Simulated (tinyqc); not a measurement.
Worked calculation: donors on two lattice sites with valley-orbit split states. Values are carried at full precision from step to step, so a last printed digit may differ when a step is redone from the rounded ones.

Each donor binds at most one electron, in any of its states. For a site s, W_s = sum over its states of g exp(E/kT), and the ionised share is 1/(1 + W_s exp(eta)), eta = (EF - Ec)/kT; n = Nc F_1/2(eta); neutrality n + NA = ND x (mean ionised share, the two sites in equal numbers); holes are neglected. Nc from N = 2 (m kB T/(4 pi c))^(3/2) with c = hbar^2/2m0, in 1/angstrom^3; times 1e24 for 1/cm^3, m = md. F_j(eta) = (1/Gamma(j + 1)) integral_0^infinity x^j dx/(1 + exp(x - eta)), which tends to exp(eta) for eta << 0.

Constants: hbar^2/2m0 = 3.80998211 eV angstrom^2; kB = 8.617333262e-05 eV/K.

Values chosen for the exercise (near those of nitrogen in 4H-SiC; shifted at random, so the results belong to these values and not to a real crystal):
- md = 0.831 m0 (density-of-states mass of the conduction band)
- E = (62, 53.9, 132.6, 86.9) meV (binding energies of h ground, h excited, k ground, k excited)
- g = (2, 4, 2, 4) (their degeneracies with spin)
- T = 400 K
- ND = 2.3e+17 1/cm^3 (donors, half on each site)
- NA = 0 1/cm^3 (compensating acceptors, all ionised)
- mu0 = 44 cm^2/(V s) (mobility at heavy doping)
- mu1 = 924 cm^2/(V s) (mobility at light doping and 300 K)
- Nr = 1.9e+17 1/cm^3 (reference doping)
- de = 0.61 (doping exponent)
- ga = 2.4 (temperature exponent)

## Partition sums of the neutral donor

Give each term g exp(E/kT), W_s, and the effective degeneracy W_s exp(-E_ground/kT).

Nc = 2.9267e+19 1/cm^3

terms: h ground 12.08, h excited 19.11, k ground 93.70, k excited 49.77

W_s: h 31.190, k 143.46

effective degeneracy: h 5.162, k 3.062

The ground state alone would give 2 and all states together 6 on each site; here the excited states hold 61 % and 35 % of the bound electrons on the h and k sites.

## Neutrality

Solve for eta.

eta = -5.194
n = 1.62e+17 1/cm^3

ionised share: h 0.852, k 0.557

n is 0.705 of ND - NA. The deeper k site is ionised 0.65 times as much as the h site.

## Mobility and resistivity

Mobility (Caughey-Thomas form): mu = mu0 + (mu1 (T/300)^(-ga) - mu0)/(1 + ((ND + NA)/Nr)^de); rho = 1/(e n mu), e = 1.602176634e-19 C.

Compare with full ionisation, n = ND - NA.

mu = 241.4 cm^2/(V s)
rho = 0.160 ohm cm
rho at full ionisation = 0.112 ohm cm

Incomplete ionisation raises rho by a factor 1.42.

## Checks

- n + NA against ND times the mean ionised share (1/cm^3): both 1.621e+17.

Program tinyqc; command `OMP_NUM_THREADS=1 python tinyqc.py 1651965 1651966 out.jsonl`; about 0.01 s on one thread of a shared Intel(R) Xeon(R) Processor @ 2.30GHz.
